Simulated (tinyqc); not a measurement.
# CMOS latch-up, two-transistor model: effects of single changes

A parasitic pnp (emitter at Vdd, base shunted by Rw) and npn (emitter at ground, base shunted by Rs) feed each other: the npn collector current flows out of the pnp base node, the pnp collector current into the npn base node. Forward-active transistors with constant gains: Icn = Isn exp(Vn/Vt), Icp = Isp (exp(Vp/Vt) - 1). A current Ii is injected into the npn base node.

Inputs (values chosen for the exercise); values close to those of bulk CMOS:
- T = 250 K (temperature)
- bn = 20.6 (current gain of the npn)
- bp = 2.4 (current gain of the pnp)
- Isn = 2.9e-19 A (saturation current of the npn at T)
- Isp = 7.5e-20 A (saturation current of the pnp at T)
- Rs = 72 ohm (substrate resistance shunting the npn)
- Rw = 1600 ohm (well resistance shunting the pnp)
- R2 = 450 ohm (resistance from the pnp collector to the npn base)
- Von = 0.79 V (base-emitter voltage in the on state)
- Vsat = 0.16 V (saturation voltage)
- Vdd = 2.5 V (supply voltage)

Constants: q = 1.602176634e-19 C, kB = 1.380649e-23 J/K, Vt = kB T/q. Results are converted to the units shown.

Each table varies one quantity; the others keep the values above.

## Effect of the resistance from the pnp collector to the npn base

Node equations: Vp/Rw + Icp/bp = Icn and Vn/Rs + Icn/bn = Icp + Ii. Loop gain G = gn gp/[(1/Rw + gp/bp)(1/Rs + gn/bn)], gn = Icn/Vt, gp = (Icp + Isp)/Vt; the off state ends where G = 1, and Ii there is the trigger current. On state with both base-emitter voltages at Von: npn base current Ib = (Von/Rs + bp Von/Rw)/(bn bp - 1), holding current Ih = (bn + 1) Ib + Von/Rs, holding voltage Vh = Vsat + Von + R2 (Ib + Von/Rs).

The same in every row: Vn at trigger (V) = 0.7534; trigger current (mA) = 10.47; Ih (mA) = 16.39.

Effect of the resistance from the pnp collector to the npn base:

| R2 (ohm) | Vh (V) |
|---|---|
| 5 | 1.006 |
| 14 | 1.107 |
| 37 | 1.365 |
| 100 | 2.072 |
| 270 | 3.980 |
| 740 | 9.255 |
| 2000 | 23.40 |

What does the table show?

As R2 goes from 5 to 2000 ohm, the trigger current stays at 10.5 mA, Ih stays at 16.4 mA and Vh rises from 1.01 to 23.4 V. Vh exceeds the supply Vdd = 2.5 V, which then cannot sustain a latched state, in 3 of the 7 rows.

## Effect of the well resistance shunting the pnp

Same model as above.

Results:

| Rw (ohm) | Vn at trigger (V) | trigger current (mA) | Ih (mA) | Vh (V) |
|---|---|---|---|---|
| 160 | 0.8029 | 11.35 | 21.15 | 6.100 |
| 600 | 0.7743 | 10.80 | 17.27 | 6.019 |
| 1200 | 0.7595 | 10.56 | 16.57 | 6.004 |
| 2200 | 0.7468 | 10.37 | 16.25 | 5.997 |
| 4300 | 0.7339 | 10.17 | 16.06 | 5.994 |
| 8300 | 0.7276 | 10.01 | 15.97 | 5.992 |
| 16000 | 0.7267 | 9.903 | 15.92 | 5.991 |

Estimate the missing row, Rw = 310 ohm.

Computed row:

| Rw (ohm) | Vn at trigger (V) | trigger current (mA) | Ih (mA) | Vh (V) |
|---|---|---|---|---|
| 310 | 0.7886 | 11.05 | 18.59 | 6.046 |

With this row back in the table: As Rw goes from 160 to 16000 ohm, the trigger current falls from 11.4 to 9.90 mA, Ih falls from 21.1 to 15.9 mA and Vh falls from 6.10 to 5.99 V. Vh exceeds the supply Vdd = 2.5 V, which then cannot sustain a latched state, in 8 of the 8 rows. For Rw = 160 Vn at the trigger exceeds the fixed Von of the on-state formulas, so Ih and Vh are too low there.

## Effect of the substrate resistance shunting the npn

Same model as above.

Results:

| Rs (ohm) | Vn at trigger (V) | trigger current (mA) | Ih (mA) | Vh (V) |
|---|---|---|---|---|
| 7.2 | 0.77631 | 106.00 | 159.18 | 51.355 |
| 14 | 0.76300 | 54.036 | 82.119 | 26.878 |
| 52 | 0.75388 | 14.499 | 22.495 | 7.9387 |
| 100 | 0.75310 | 7.5431 | 11.951 | 4.5894 |
| 190 | 0.75257 | 3.9770 | 6.5404 | 2.8707 |
| 370 | 0.75214 | 2.0505 | 3.6156 | 1.9417 |
| 720 | 0.75179 | 1.0626 | 2.1149 | 1.4650 |

Estimate the missing row, Rs = 27 ohm.

Computed row:

| Rs (ohm) | Vn at trigger (V) | trigger current (mA) | Ih (mA) | Vh (V) |
|---|---|---|---|---|
| 27 | 0.75559 | 27.936 | 42.835 | 14.399 |

With this row back in the table: As Rs goes from 7.2 to 720 ohm, the trigger current falls from 106 to 1.06 mA, Ih falls from 159 to 2.11 mA and Vh falls from 51.4 to 1.46 V. Vh exceeds the supply Vdd = 2.5 V, which then cannot sustain a latched state, in 6 of the 8 rows. The trigger current goes as Rs^(-1.00): most of it flows through the shunt. For Rs = 7.2, 14 the holding current passes 50 mA, where high injection lowers the gains.

Numbers from tinyqc (`OMP_NUM_THREADS=1 python tinyqc.py 2670139 2670140 out.jsonl`; about 0.07 s on one thread of a shared Intel Xeon 2.30GHz).
